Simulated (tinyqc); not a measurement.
Worked calculation: self-heating of a transistor with one or more fingers, with temperature-dependent conductivity. Computed by tinyqc, a small Python program that keeps every step. Command: `OMP_NUM_THREADS=1 python tinyqc.py 3024170 3024171 out.jsonl selfheat walk`. One thread of a shared host (Intel(R) Xeon(R) Processor @ 2.30GHz), about 0.06 s of CPU time with the checks. Intermediate numbers are printed to about 6 digits and carried at full precision; extremes and crossings named in words are read from the listed rows.

N long parallel fingers lie on the top face of a slab whose bottom is held at T_0; the top is otherwise insulated, and heat flows in two dimensions. P in W/mm is 1000 P in W/m.

Inputs (values chosen for the exercise, modelled on gallium nitride):
```
quantity                                      value           unit
conductivity at the base temperature kappa_0    198        W/(m K)
exponent m in kappa ~ T^-m                      1.5              -
base temperature T_0                            298              K
power per gate width P                          1.1           W/mm
fingers N                                         1              -
finger pitch s                                   39     micrometre
width of the heat source w                     0.53     micrometre
substrate thickness t                            82     micrometre
phonon free path Lambda                         100             nm
heat capacity C                                3.08  1e6 J/(m^3 K)
pulse length                                    4.1    microsecond
power coefficient beta                         0.81         1e-3/K
```

Power: power rises with temperature.

## Geometry factors

A line source of power P on the top face raises the top at distance x by (P/(pi kappa_0)) g(x), g(x) = -ln tanh(pi x/(4 t)) (the image sum for the slab). On a strip of width w the centre sees the mean of g over the strip, g_0 = 1 + ln(8 t/(pi w)) for w much below t.

own factor g_0 = 6.97631

g(j s), j = 1..7: 1.02978  0.45664  0.21346  0.10083  0.04773  0.02261  0.01071

## Linear temperature rise of each finger

theta_i = (P/(pi kappa_0)) [g_0 + sum over j != i of g(|i - j| s)], with equal powers and constant conductivity; thermal resistance = largest theta/P.

theta of each finger (K): 12.3368

largest theta = 12.3368 K

thermal resistance = 11.2153 K mm/W

## Correction for the falling conductivity

Kirchhoff transformation for kappa = kappa_0 (T/T_0)^-m: T = T_0 [1 - (m - 1) theta/T_0]^(-1/(m - 1)), where theta is the linear rise. The bracket vanishes at the power P T_0/((m - 1) theta).

peak temperature = 310.731 K

true rise = 12.7307 K

true rise / linear rise = 1.03193

power at which the formula diverges = 53.1417 W/mm

The falling conductivity adds 3.2 % to the rise.

## Extra rise from ballistic phonons

Near a source smaller than the free path, Fourier's law overstates the flow. Rough estimate: a strip that emits phonons into a half space adds a resistance times area of 4 Lambda/(3 kappa_0), from the ballistic flux C v Delta T/4 with kappa_0 = C v Lambda/3, so Delta T_b = 4 Lambda P/(3 kappa_0 w); Knudsen number Lambda/w.

Knudsen number = 0.188679

ballistic rise Delta T_b = 1.39762 K

Delta T_b / largest theta = 0.113289

By this estimate the ballistic term is at most a fifth of the Fourier rise.

## Electrothermal feedback

The power follows P [1 + beta (T - T_0)] with T the peak temperature, for all fingers alike. Start at T_0 and repeat; stop when T changes by less than 1e-6 K, after 50 steps, or when the bracket falls below 0.05.

Iterations:
```
step  power (W/mm)    T (K)   change (K)
1          1.10000  310.731  1.27307e+01
2          1.11134  310.866  1.35499e-01
3          1.11146  310.868  1.44265e-03
4          1.11147  310.868  1.53599e-05
5          1.11147  310.868  1.63537e-07
```

converged (1 yes, 0 no) = 1

peak temperature with feedback = 310.868 K

Converged in 5 steps; feedback adds 0.1 K.

## Rise at the end of a pulse

After switching on, theta(tau) = (P D/kappa_0) int_0^tau X(u) Z(u) du at the hottest finger, D = kappa_0/C; X = sum over fingers at distance x of [erf((x + w/2)/r) - erf((x - w/2)/r)]/(2 w), Z = sum_(j=-200..200) (-1)^j exp(-(2 j t/r)^2)/sqrt(pi D u), r = 2 sqrt(D u); trapezoid rule on 300 points evenly spaced in ln u from u_0 = 1e-3 min(tau, w^2/D) to tau, plus the exact piece 2 sqrt(u_0/(pi D))/w below u_0. Conductivity and power are held at their base values here, and Fourier's law is used even where the diffusion length is near a phonon free path.

diffusivity D = 64.2857 micrometre^2/microsecond

diffusion length sqrt(D tau) = 16.2349 micrometre

linear rise after the pulse = 9.761 K

share of the steady rise = 0.7912

## Rise against time

The formulas are those given above.

Heating curve:
```
time (microsecond)  sqrt(D time) (micrometre)  rise (K)  share of the steady rise
1.00e-04                            0.0801784   0.94621                    0.0767
0.001                                0.253546     2.483                    0.2013
0.01                                 0.801784    4.4496                    0.3607
0.1                                   2.53546    6.4783                    0.5251
1                                     8.01784    8.5135                    0.6901
5.2                                   18.2835    9.9712                    0.8082
21                                    36.7423    11.203                    0.9081
63                                    63.6396    12.037                    0.9757
160                                   101.419    12.315                    0.9983
```

Half the steady rise is reached between 0.010 and 0.10 microseconds, and the last row holds 99.8 % of it; the slowest time constant is 4 t^2/(pi^2 D) = 42.4 microseconds. While the diffusion length lies between w and the pitch or thickness, the rise grows as the logarithm of time.

Checks made by the program: g(s) against the alternating image sum (relative difference 1e-06); Kirchhoff integral of kappa/kappa_0 from T_0 to T (relative difference below 1e-10); long-time limit against the steady rise (relative difference 1e-05).
